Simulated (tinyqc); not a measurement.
Ionisation ratio from the excess noise.

Question. In the local model of an avalanche photodiode F = k M + (1 - k)(2 - 1/M), k the ratio of the ionisation coefficient of the other carrier to that of the injected one. Find k and F at twice the gain.

M = 39
excess noise factor F = 9.3794872

Solution. F is linear in k: k = (F - 2 + 1/M)/(M - 2 + 1/M).

k = 0.200
F at 2 M = 17.2

Computed by the program tinyqc: `OMP_NUM_THREADS=1 python tinyqc.py 2120149 2120150 out.jsonl`, one thread of a shared Intel Xeon 2.30GHz, about 0.06 s for the whole run.
